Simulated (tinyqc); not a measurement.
From results back to parameters: averaged masses of warped heavy- and light-hole bands. Four cases, with inputs chosen for the exercise.

Problem. For B along [111] the central orbits have s = 1/4 all round, so the cyclotron masses are 1/(g1 -/+ sqrt(g2^2 + 3 g3^2)). They are given with the heavy-hole mass along [100], 1/(g1 - 2 g2); g2 and g3 are positive.

Find: g1; sqrt(g2^2 + 3 g3^2); g2; g3.

Method. The mean of the two inverse cyclotron masses is g1 and half their difference is the root; g2 = (g1 - 1/m[100])/2, and g3 follows.

Case 1.

heavy and light cyclotron mass for B along [111]; heavy mass along [100] (m0): 0.5795031  0.1471804  0.2793296

Solution.

g1 = 4.26
sqrt(g2^2 + 3 g3^2) = 2.534
g2 = 0.34
g3 = 1.45

Case 2.

heavy and light cyclotron mass for B along [111]; heavy mass along [100] (m0): 0.5524312  0.1600046  0.3278689

Solution.

g1 = 4.03
sqrt(g2^2 + 3 g3^2) = 2.220
g2 = 0.49
g3 = 1.25

Case 3.

heavy and light cyclotron mass for B along [111]; heavy mass along [100] (m0): 0.6627017  0.0804439  0.3508772

Solution.

g1 = 6.97
sqrt(g2^2 + 3 g3^2) = 5.461
g2 = 2.06
g3 = 2.92

Case 4.

heavy and light cyclotron mass for B along [111]; heavy mass along [100] (m0): 0.5728635  0.1467484  0.2777778

Solution.

g1 = 4.28
sqrt(g2^2 + 3 g3^2) = 2.534
g2 = 0.34
g3 = 1.45

Computed by tinyqc, one run a case: `OMP_NUM_THREADS=1 python tinyqc.py N N+1 out.jsonl` with N = 1050521, 1050532, 1050538, 1050576; one thread of a shared Intel(R) Xeon(R) Processor @ 2.30GHz, about 0.03 s a run at most.
